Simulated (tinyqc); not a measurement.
Cabrera-Mott growth of a thin oxide under its own electric field. From thickness x back to time t. Computed by tinyqc, a small Python program. Command: `OMP_NUM_THREADS=1 python tinyqc.py 3004445 3004446 out.jsonl cabrera inv`. One thread of a shared host (Intel(R) Xeon(R) Processor @ 2.30GHz), about 0.06 s of CPU time with the checks.

Electrons cross the film freely and set a fixed potential V across it; the field V/x lowers the barrier for ions entering the oxide.

Inputs (values chosen for the exercise, for a model metal):

| quantity | value | unit |
|---|---|---|
| barrier W | 1.24 | eV |
| Mott potential V | 0.96 | V |
| ion charge number z | 1 | - |
| half jump distance b | 2 | angstrom |
| prefactor u0 = N Omega nu | 5.8e+12 | angstrom/s |
| temperature T | 350 | K |
| starting thickness x0 | 5.1 | angstrom |

Backward hops: kept.

Constants: k_B = 8.617333262e-05 eV/K.

Method. u = u0 exp(-W/(k_B T)), X1 = z b V/(k_B T) with V in volts and k_B T in eV; dx/dt = 2 u sinh(X1/x). t(x) = int_(x0)^x dx / (dx/dt) by Gauss-Legendre quadrature (80 points on each side of (x0 + 2 x)/3), solved for x.

Question. A run gave the result below. Find the time t, known to lie between 430 and 910 s.

thickness x = 11.32072 angstrom

Answer.

Each step takes the trial c = (a f_b - b f_a)/(f_b - f_a), f being the result less the target and a, b, c the logarithms of the listed values; c replaces end b, the old b replaces a if the sign of f changed, and otherwise f_a is halved.

Scan of the range:

| time t (s) | thickness x (angstrom) |
|---|---|
| 430 | 10.6519 |
| 487 | 10.8251 |
| 552 | 11.0046 |
| 626 | 11.1902 |
| 709 | 11.3795 |
| 803 | 11.5745 |
| 910 | 11.7765 |

False position (Illinois rule, in the logarithm of the input) inside the bracket:

| step | end a | end b | trial | thickness x (angstrom) |
|---|---|---|---|---|
| 1 | 626.000 | 709.000 | 682.131 | 11.3201 |
| 2 | 709.000 | 682.131 | 682.401 | 11.3207 |
| 3 | 709.000 | 682.401 | 682.403 | 11.3207 |
| 4 | 682.401 | 682.403 | 682.402 | 11.3207 |

Thickness x rises at every point of a 13-point scan of the range (every second point is shown), so one value fits; it is bracketed by 626 and 709. Answer: time t = 682.4 s.

Caution: the starting field or rate is formal: the first layers form as fast as oxygen arrives.
